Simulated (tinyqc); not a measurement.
Neutral against charged centre: trap in a gate oxide as a short-range spherical well.

Lucovsky model (delta well, plane-wave final states, no local-field factor): sigma = (32 pi alpha c/(3 n_r m Et)) (x - 1)^(3/2)/x^3, x = h nu/Et, c = hbar^2/2m0; 1 angstrom^2 = 1e-16 cm^2.

Constants: hbar^2/2m0 = 3.80998211 eV angstrom^2; fine-structure constant alpha = 0.007297352564.

Inputs chosen for the exercise (out of a larger set: near those of Al2O3 on GaAs; not measured data):
- m = 0.303 m0 (mass)
- n_r = 1.72 (refractive index)
- xs = (1.05, 1.26, 1.49, 1.7, 2.19, 3.26, 3.68, 7.18) (photon energies h nu/Et)

Et = 0.96901 eV

Lucovsky cross-section, its shape relative to the peak, and the shape of a hydrogen-like centre relative to threshold: x^-4 exp(4 - 4 atan(e)/e)/(1 - exp(-2 pi/e)), e = sqrt(x - 1).

Results:
```
x     h nu (eV)  sigma (1e-18 cm^2)  relative to peak  hydrogen-like
1.05      1.017                1.78             0.077          0.878
1.26      1.221                12.2             0.530          0.536
1.49      1.444                19.1             0.830          0.338
1.70      1.647                22.0             0.954          0.234
2.19      2.122                22.8             0.989          0.114
3.26      3.159                18.1             0.785          0.036
3.68      3.566                16.2             0.704          0.025
7.18      6.958                7.66             0.332          0.003
```

What does the comparison show?

The short-range centre starts from zero, reaches half its peak at x = 1.24 and peaks at x = 2; in the last row it still has 33 % of the peak. The Coulomb centre is largest at threshold and is down to 0.3 % there. Reading the peak as the threshold would misplace the level by a factor 2, here 0.97 eV. Rows above the gap, about 6.5 eV, are hidden by band-to-band absorption.

tinyqc: `OMP_NUM_THREADS=1 python tinyqc.py 1250937 1250938 out.jsonl`; about 0.01 s, one thread, shared Intel(R) Xeon(R) Processor @ 2.30GHz.
